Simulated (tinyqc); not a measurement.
Inside a calculation. Model: elastic strain and critical thickness of a cubic alloy layer A(1-x)B(x) on a thick substrate. Computed by tinyqc, a small Python program that keeps every step. Command: `OMP_NUM_THREADS=1 python tinyqc.py 3017459 3017460 out.jsonl misfit walk`. One thread of a shared host (Intel(R) Xeon(R) Processor @ 2.30GHz), about 0.01 s of CPU time with the checks. Intermediate numbers are printed to about 7 digits and carried at full precision; extremes and crossings named in words are read from the listed rows.

Strain is positive in tension. The layer is coherent with the substrate unless said otherwise.

Inputs (values chosen for the exercise, for a model alloy):
```
quantity                                 value        unit
fraction x of B                           0.64           -
lattice constant a_A                     5.653    angstrom
lattice constant a_B                     6.058    angstrom
substrate lattice constant a_S           5.864    angstrom
layer thickness h                           35          nm
biaxial modulus of the substrate M_S       103         GPa
substrate thickness t_S                    200  micrometre
wafer diameter W                           300          mm
X-ray wavelength                      1.540593    angstrom
start of the iteration h0/b                100           -
```

Growth plane: (111). Layer: buried under a thick cap. Misfit dislocation: 60-degree.

C11, C12, C44 of A (GPa): 125  53.45  65.05

C11, C12, C44 of B (GPa): 92.42  47.95  35.94

## Alloy by Vegard's rule, and misfit

a = (1 - x) a_A + x a_B, the same rule for each C_ij; misfit f = (a_S - a)/a, the in-plane strain of the coherent layer.

free lattice constant a = 5.9122 angstrom

elastic constants (GPa): C11 104.1488, C12 49.9300, C44 46.4196

misfit f = -0.008152634

The layer is compressed in the plane by 0.82 %.

## Biaxial strain, stress and energy

(111): D = 2 (C11 + 2 C12 - 2 C44)/(C11 + 2 C12 + 4 C44), M = 6 C44 (C11 + 2 C12)/(C11 + 2 C12 + 4 C44). The free surface carries no normal stress, so e_perp = -D f; dV/V = 2 f + e_perp; stress = M f; energy per area = M f^2 h (1 GPa nm = 1 J/m^2).

ratio D = 0.5705581

normal strain e_perp = 0.004651551

volume strain dV/V = -0.01165372

biaxial modulus M = 145.8094 GPa

in-plane stress = -1.188730 GPa

strain energy per area = 0.3391949 J/m^2

## Symmetric X-ray reflection

Reflection 111: d = a_perp/sqrt(3), with a_perp = a (1 + e_perp) for the coherent layer, a for the relaxed layer and a_S for the substrate; sin(theta) = lambda/(2 d).

Bragg angles:
```
crystal         a_perp (angstrom)  theta (degrees)  from substrate (arcsec)
substrate                5.864000         13.15126                   0.0000
coherent layer           5.939701         12.98070                -614.0139
relaxed layer            5.912200         13.04215                -392.8201
```

peak separation of the coherent layer = -614.0139 arcsec

The coherent layer lies 1.56 times as far from the substrate peak as a relaxed one, about 1 + D = 1.57: reading its peak as relaxed would overstate the mismatch by that factor.

## Isotropic constants and the prefactor A

Voigt averages: G = (C11 - C12 + 3 C44)/5, B = (C11 + 2 C12)/3, nu = (3 B - 2 G)/(2 (3 B + G)); b = a/sqrt(2). The 60-degree dislocation has cos alpha = 1/2, and cos lambda = sqrt(3)/6 on (111), for glide on an inclined {111} plane. Matthews-Blakeslee: h_c = A [ln(h_c/b) + 1], A = b (1 - nu cos^2 alpha)/(4 pi |f| (1 + nu) cos lambda), the factor 4 pi being that of a buried layer, with a dislocation at both interfaces.

shear modulus G = 38.69552 GPa

Poisson ratio nu = 0.2608478

Burgers vector b = 0.4180557 nm

prefactor A = 10.48015 nm

## Critical thickness by fixed-point iteration

Start at h0, put the right side back in, and stop when the change is below 1e-9 h or h turns negative.

Iteration:
```
step  h in (nm)  h out (nm)   change (nm)
1      41.80557    58.74302  1.693745e+01
2      58.74302    62.30777  3.564747e+00
3      62.30777    62.92519  6.174250e-01
4      62.92519    63.02853  1.033395e-01
5      63.02853    63.04573  1.719701e-02
6      63.04573    63.04859  2.859065e-03
7      63.04859    63.04906  4.752543e-04
8      63.04906    63.04914  7.899808e-05
9      63.04914    63.04915  1.313122e-05
10     63.04915    63.04916  2.182696e-06
11     63.04916    63.04916  3.628119e-07
12     63.04916    63.04916  6.030728e-08
```

critical thickness h_c (Matthews-Blakeslee) = 63.04916 nm

Converged; near the root each step shrinks the error by A/h_c = 0.166. h_c is 150.8 Burgers vectors.

## Equilibrium strain at the thickness h

For h > h_c the same force balance gives the strain left, |e| = |f| A [ln(h/b) + 1]/h, and below h_c e = f; relaxation = 1 - e/f; dislocations per length across each line direction = (|f| - |e|)/(b cos lambda), times 2/3 for the three line sets on (111).

strain left e = -0.008152634

relaxation = 0 %

dislocation line density = 0 1/micrometre

h is 0.56 h_c: the coherent layer is stable.

## Wafer curvature of the coherent layer

Stoney: curvature = 6 |stress| h/(M_S t_S^2); radius = 1/curvature; bow = curvature W^2/8.

curvature = 0.06059062 1/m

radius of curvature = 16.50420 m

bow = 681.6445 micrometre

Caution: M_S is near the value for a (001) wafer; a (111) wafer is stiffer and bends less. Caution: a bow above a fifth of the wafer thickness is beyond Stoney's small-deflection limit.

## Force balance against energy balance

People-Bean: h_c = P ln(h_c/b), P = (1 - nu)/(1 + nu) b^2/(16 pi sqrt(2) a f^2). The misfit is scaled by 0.25, 0.4, 0.6, 1, 1.5, 2.2 at fixed a, b and nu; the upper root is taken, and rows with A < 1.3 b or P < 3 b, where the roots shrink to the core size or vanish, are left out.

Critical thickness:
```
|f| (%)   Matthews-Blakeslee (nm)  People-Bean (nm)     ratio
0.203816                 320.3368          5573.932  17.40022
0.326105                 185.9619          1934.754  10.40403
0.489158                 115.6833           765.411   6.61643
0.815263                  63.0492           231.722   3.67526
1.222895                  38.6057            87.022   2.25413
1.793579                  24.0719            33.138   1.37663
```

The exponents d ln h_c/d ln f are -1.16 and -2.25 between the first rows, steeper than the -1 and -2 of the prefactors because of the logarithm. The ratio falls from 17.4 to 1.38 as the misfit grows. Where People-Bean lies above, a layer between the lines is metastable: dislocations would lower the energy but have to be nucleated. People-Bean has no form for a buried layer.

Checks made by the program: D and M against the full stiffness tensor (relative difference below 1e-10); h_c against the Lambert function, -A W_(-1)(-b/(A e)) (relative difference 2e-10).
